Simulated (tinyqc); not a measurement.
# Worked calculation: MOSFET in saturation, small-signal circuit and noise

Computed by the program tinyqc: `OMP_NUM_THREADS=1 python tinyqc.py 2150126 2150127 out.jsonl`, one thread of a shared Intel Xeon 2.30GHz, about 0.01 s for the whole run. Printed values are rounded.

Bias by the inversion coefficient IC = I/Ispec (charge-based model with velocity saturation; weak inversion below 0.1, strong above 10). Common-source circuit: gm, gds, Cgs, Cgd and Cj at the inner nodes, Rg in series with the gate; quasi-static, no source or drain resistance, no gate-body capacitance, no substrate network, no induced gate noise, so fmax is an upper estimate.

Parameters, values chosen for the exercise:
- T = 300 K (temperature)
- L = 65 nm (gate length)
- W = 10 um (total gate width)
- Cox = 1.67 uF/cm^2 (gate capacitance)
- mu = 150 cm^2/(V s) (mobility)
- n = 1.42 (slope factor)
- Ls = 10 nm (velocity-saturation length)
- sg = 0.063 (ratio gds/gm)
- Cov = 0.3 fF/um (overlap and fringe capacitance per side)
- Cj = 0.65 fF/um (drain junction capacitance)
- Rsh = 10 ohm (sheet resistance of the gate)
- Wf = 1 um (finger width)
- Rc = 200 ohm um (gate contact and vertical resistance)
- IC = 0.06 (inversion coefficient)
- gw = 0.1 (short-channel excess of the noise factor)
- Nt = 1.7e18 cm^-3 eV^-1 (oxide trap density)
- lt = 0.1 nm (tunnelling length into the oxide)
- ac = 1000 V s/C (Coulomb scattering coefficient)
- f = 0.5 GHz (signal frequency)

Constants: q = 1.602176634e-19 C, kB = 1.380649e-23 J/K, Vt = kB T/q. Results are converted to the units shown.

Range of the model: fmax exceeds 4 fT, where channel resistance and substrate losses, left out here, would cap it.

## Current, transconductance and gain

Ispec = 2 n mu Cox (W/L) Vt^2, lc = Ls/L, gms = [sqrt((lc IC + 1)^2 + 4 IC) - 1]/[2 + lc (lc IC + 1)], gm = gms Ispec/(n Vt), gds = sg gm.

Ispec = 73.1478 uA
I = 4.38887 uA
gms = 0.0565358
gm = 0.112653 mS
gds = 0.00709713 mS
gm/I = 25.6679 1/V

gm/I is 94.2 % of its weak-inversion limit 1/(n Vt); without velocity saturation (lc = 0) gms would be 0.0568.

## Capacitances, gate resistance and cut-off frequencies

qs = [sqrt(1 + 4 IC) - 1]/2, Cgs = Cox W L qs (2 qs + 3)/(3 (qs + 1)^2) + Cov W, Cgd = Cov W, Cd = Cj W, Rg = Rsh (Wf/L)/(12 Nf) + Rc/W with Nf = W/Wf fingers (not rounded) contacted at both ends. fT = gm/(2 pi (Cgs + Cgd)), fmax = fT/(2 sqrt(Rg (gds + 2 pi fT Cgd))).

Cgs = 3.57275 fF
Cgd = 3 fF
Cd = 6.5 fF
Rg = 21.2821 ohm
fT = 2.72782 GHz
fmax = 38.6495 GHz

Overlap and fringe make up 91.3 % of the gate capacitance; fmax is 14.2 times fT.

## Admittance matrix

Inner admittances at w = 2 pi f: y11 = i w (Cgs + Cgd), y12 = -i w Cgd, y21 = gm - i w Cgd, y22 = gds + i w (Cgd + Cd). Invert to Z, add Rg to Z11 and invert back to Y.

inner y (mS):
```
                    1                   2
1  0.000000+0.020649i  0.000000-0.009425i
2  0.112653-0.009425i  0.007097+0.029845i
```

Y with Rg (mS):
```
                    1                    2
1  0.000009+0.020649i  -0.000004-0.009425i
2  0.112649-0.009474i   0.007099+0.029868i
```

## Current gain and unilateral power gain

|h21| = |Y21/Y11|; U = |Y21 - Y12|^2/(4 [Re Y11 Re Y22 - Re Y12 Re Y21]). Extrapolated at 20 dB a decade: f |h21| and f sqrt(U).

|h21| = 5.47469
U = 5975.13
f |h21| = 2.73734 GHz
f sqrt(U) = 38.6495 GHz

f |h21| is 0.35 % above the formula for fT, and f sqrt(U) within 0.01 % of that for fmax.

## Noise at the gate

Channel noise Sid = 4 kB T gam n gm with gam = (1/2 + (2/3) qs)/(1 + qs) + gw lc IC, qs = [sqrt(1 + 4 IC) - 1]/2, lc = Ls/L (the last term an empirical rise with velocity saturation); at the gate, white noise Sw = Sid/gm^2 + 4 kB T Rg. Number fluctuation with correlated mobility: S(f) = K/f, K = q^2 Vt lt Nt/(W L Cox^2) (1 + ac mu Cox I/gm)^2, Vt in eV with Nt per eV. Corner fc = K/Sw. Full shot noise would be 2 q I.

gam = 0.509877
Sid = 1.35133e-24 A^2/Hz
Sid/(2 q I) = 0.960878
sqrt(Sw) = 10.3361 nV/Hz^0.5
K = 6.34532e-10 V^2
fc = 5.93938 MHz

The gate resistance gives 0.33 % of the white noise power. In weak inversion gm = I/(n Vt), so with gam = 1/2 the thermal formula equals shot noise.
